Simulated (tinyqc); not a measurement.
Image-sensor pixel with a pinned photodiode, signal and noise: one step of the calculation.

A buried n layer between a heavily doped p+ surface layer and a p layer is emptied into a floating diffusion, read through a source follower with correlated double sampling (reset noise cancelled). One-dimensional abrupt junctions; no blooming, lag or crosstalk.

Task. Noise budget. Signal S = QE Ph; variance = S + dark rate x ti + (read noise)^2 + (pr S)^2; SNR = 20 log10(S/noise); dynamic range 20 log10(FW/noise at S = 0).

Values chosen for this exercise; material values close to those of silicon:
- pr = 1.3 % (gain non-uniformity)
- ti = 33 ms (exposure)
- Ph = 780 (photons on the photodiode per exposure)

QE = 0.59963356
generation rate = 69.665772 electrons/s
diffusion rate = 0.67321623 electrons/s
read noise = 2.4231741 electrons
FW = 6179.0940 electrons

Find: S; variances; noise; SNR; dynamic range.

Result.

S = 467.7 electrons
variances (electrons^2): photon shot 467.7, dark shot 2.321, read 5.872, non-uniformity 36.97
noise = 22.65 electrons
SNR = 26.30 dB
dynamic range = 66.68 dB

The largest part, 91.2 % of the variance, is photon shot noise.

Computed by the program tinyqc: `OMP_NUM_THREADS=1 python tinyqc.py 2630147 2630148 out.jsonl`, one thread of a shared Intel Xeon 2.30GHz, about 0.01 s for the whole run.
